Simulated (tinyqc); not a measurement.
# Bandgap voltage reference from two bipolar transistors: output against temperature

Two transistors of area 1 and N carry the same current I. Is(T) = Is (T/T0)^eta exp[(Vg0 q/kB)(1/T0 - 1/T)], VBE1 = Vt ln(I/Is(T)) + I rb, VBE2 = Vt ln(I/(N Is(T))) + I rb/N. The amplifier forces I R1(T) = VBE1 - VBE2 + Vos, with R(T) = R (1 + tc (T - T0)) for both resistors, and the output is Vref = VBE1 + I R2(T). Base currents and the Early effect are neglected.

Vt = kB T/q; I = (Vt ln N + Vos)/(R1(T) - rb (1 - 1/N)).

Inputs (values chosen for the exercise); values of the order met in silicon bipolar transistors: reference temperature T0 = 298 K; band-gap voltage extrapolated to 0 K Vg0 = 1.204 V; temperature exponent of the saturation current eta = 3.4; saturation current of the unit transistor at T0 Is = 1e-18 A; area ratio of the second transistor N = 24; resistor across which the difference of VBE falls, at T0 R1 = 13 kohm; temperature coefficient of both resistors tc = 0 ppm/K; offset of the amplifier Vos = 0 mV; series resistance of the unit transistor rb = 0 ohm; output resistor at T0 R2 = 79.85 kohm.

Constants: q = 1.602176634e-19 C, kB = 1.380649e-23 J/K. Results are converted to the units shown.

Output against temperature:
```
T (K)	I (uA)	VBE1 (V)	I R2 (V)	Vref (V)	Vref - Vref(T0) (mV)	dVref/dT (uV/K)
218	4.5925	0.89090	0.36671	1.2576	-0.40579	39.079
233	4.9085	0.86615	0.39194	1.2581	0.076035	25.317
253	5.3298	0.83284	0.42558	1.2584	0.40972	8.2852
273	5.7511	0.79920	0.45923	1.2584	0.41607	-7.4499
298	6.2778	0.75673	0.50128	1.2580	0	-25.571
323	6.8045	0.71382	0.54334	1.2572	-0.85034	-42.232
348	7.3311	0.67052	0.58539	1.2559	-2.1013	-57.650
373	7.8578	0.62684	0.62744	1.2543	-3.7240	-71.999
398	8.3844	0.58282	0.66950	1.2523	-5.6934	-85.415
423	8.9111	0.53847	0.71155	1.2500	-7.9879	-98.015
```

What does the table show?

VBE1 falls by 1.72 mV/K on average and I R2 rises by 1.68 mV/K. The slope of Vref vanishes at T = 263 K. Between 233 and 398 K Vref spans 6.15 mV, or 29.6 ppm/K by the box method (span over the average over T, over 165 K).

Numbers from tinyqc (`OMP_NUM_THREADS=1 python tinyqc.py 2062168 2062169 out.jsonl`; about 0.02 s on one thread of a shared Intel Xeon 2.30GHz).
